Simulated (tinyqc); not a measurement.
Disorder broadening of a one-dimensional band in the self-consistent Born approximation: one step of the calculation.

The local Green function is G = g0(z - Sigma) with z = E + i eta and g0(z) = 1/(sqrt(z - 2t) sqrt(z + 2t)), principal roots; the self-energy is Sigma = D G. The density of states is -Im G/pi.

Task. Density of states and lifetime. G = Sigma/D, density of states -Im G/pi, lifetime hbar/(2 |Im Sigma|); without disorder the density of states is -Im g0(z)/pi.

Values chosen for this exercise: hopping t = 1.7 eV; variance of the random site energy D = 2.6 eV^2; bare broadening eta = 0.0017 eV; energy from the band centre E = -1.702 eV.

Constants: q = 1.602176634e-19 C, hbar = 1.054571817e-34 J s. Results are converted to the units shown.

converged Sigma = -0.10745153-0.81405389i eV

Find: density of states; lifetime; density of states without disorder.

Result.

density of states = 0.099662 1/eV
lifetime = 0.40428 fs
density of states without disorder = 0.10815 1/eV

Disorder makes the density of states at this energy 7.8 % below the clean value.

Range of the model: The self-consistent Born approximation misses band tails from rare fluctuations and localisation.

tinyqc, about 0.02 s, one thread, Intel Xeon 2.30GHz (shared host): `OMP_NUM_THREADS=1 python tinyqc.py 2720135 2720136 out.jsonl`
